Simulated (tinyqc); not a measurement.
Reverse leakage of an n+-p junction: diffusion, generation, trap-assisted and band-to-band tunnelling: two steps of the calculation.

One-sided abrupt junction in the depletion approximation, x from the junction (0) to W on the p side, field F = F0 (1 - x/W). Flat quasi-Fermi levels, long p side. Traps generate through SRH with both lifetimes shortened by 1 + Gamma (Hurkx enhancement, form for moderate fields); band-to-band generation is local and needs a total bending above Eg.

Values chosen for this exercise; band and dielectric values close to those of silicon: temperature T = 350 K; band gap Eg = 1.11 eV; relative permittivity eps_r = 11.7; conduction-band density of states at T Nc = 3.54e19 cm^-3; valence-band density of states at T Nv = 3.39e19 cm^-3; acceptor density of the lighter side Na = 2.3e16 cm^-3; donor density of the heavier side Nd = 1e19 cm^-3; SRH lifetime of both carriers at zero field tau = 9e-6 s; tunnelling mass mt = 0.24 m0; electron diffusion coefficient on the lighter side Dn = 16 cm^2/s; reverse bias VR = 2.3 V.

Constants: q = 1.602176634e-19 C, kB = 1.380649e-23 J/K, hbar = 1.054571817e-34 J s, m0 = 9.1093837015e-31 kg, Vt = kB T/q, eps0 = 8.8541878128e-14 F/cm where lengths are in cm. Results are converted to the units shown.

Question 1. Field, scales and diffusion current. ni = sqrt(Nc Nv) exp(-Eg/(2 Vt)), Eg in volts; Vbi = Vt ln(Na Nd/ni^2); W = sqrt(2 eps0 eps_r (Vbi + VR)/(q Na)); F0 = 2 (Vbi + VR)/W; FG = sqrt(24 mt m0 (kB T)^3)/(q hbar); J_diff = q ni^2 sqrt(Dn/tau)(1 - exp(-VR/Vt))/Na.

Wanted: ni; Vbi; W; F0; FG; J_diff.

Answer 1.

ni = 3.5315e11 cm^-3
Vbi = 0.85183 V
W = 420.96 nm
F0 = 149.74 kV/cm
FG = 455.40 kV/cm
J_diff = 1.1583e-9 A/cm^2

Question 2. Current components. u = (Vbi + VR)(1 - x/W)^2, p = Na exp(-u/Vt), n = Nd exp((u - Vbi - VR)/Vt); G0 = ni^2 (1 - exp(-VR/Vt))/(tau (n + p + 2 ni cosh(Et/Vt))); Gamma = 2 sqrt(3 pi)(F/FG) exp((F/FG)^2); trap-assisted part G0 Gamma; G_bb = Ab F^2.5 exp(-Bb/F) with F in V/cm, zero unless Vbi + VR > Eg. 14 equal steps.

Each current is q times the trapezoid sum of its rate; J adds J_diff; J_bb under 1e-8 of the sum is given as 0.

| point | x (nm) | G0 (cm^-3 s^-1) | G0 Gamma (cm^-3 s^-1) | G_bb (cm^-3 s^-1) |
|---|---|---|---|---|
| 0 | 0.00000 | 1.3856830e9 | 3.1170032e9 | 7.8688901e-27 |
| 1 | 30.06883 | 2.1978229e15 | 4.5228582e15 | 5.1342458e-31 |
| 2 | 60.13767 | 1.9618921e16 | 3.6757337e16 | 6.8302054e-36 |
| 3 | 90.20650 | 1.9619174e16 | 3.3269859e16 | ~0 |
| 4 | 120.27533 | 1.9619174e16 | 2.9896979e16 | ~0 |
| 5 | 150.34417 | 1.9619174e16 | 2.6626739e16 | ~0 |
| 6 | 180.41300 | 1.9619174e16 | 2.3447297e16 | ~0 |
| 7 | 210.48183 | 1.9619171e16 | 2.0347320e16 | ~0 |
| 8 | 240.55067 | 1.9616226e16 | 1.7313339e16 | ~0 |
| 9 | 270.61950 | 1.8632456e16 | 1.3621313e16 | ~0 |
| 10 | 300.68833 | 2.6421788e15 | 1.5376055e15 | ~0 |
| 11 | 330.75717 | 7.2827741e13 | 3.1663858e13 | ~0 |
| 12 | 360.82600 | 5.0820049e12 | 1.4689701e12 | 0 |
| 13 | 390.89484 | 1.0267536e12 | 1.4814787e11 | 0 |
| 14 | 420.96367 | 6.0245241e11 | 0 | 0 |

J_diff = 1.1583178e-9 A/cm^2

Find: J_SRH; J_TAT; J_bb; J.

Answer 2.

J_SRH = 7.751e-8 A/cm^2
J_TAT = 9.990e-8 A/cm^2
J_bb = 0 A/cm^2
J = 1.786e-7 A/cm^2

tinyqc, about 0.01 s, one thread, Intel Xeon 2.30GHz (shared host): `OMP_NUM_THREADS=1 python tinyqc.py 2290078 2290079 out.jsonl`

~0 in a residual or rate marks an entry under 1e-11 of the largest of its column.
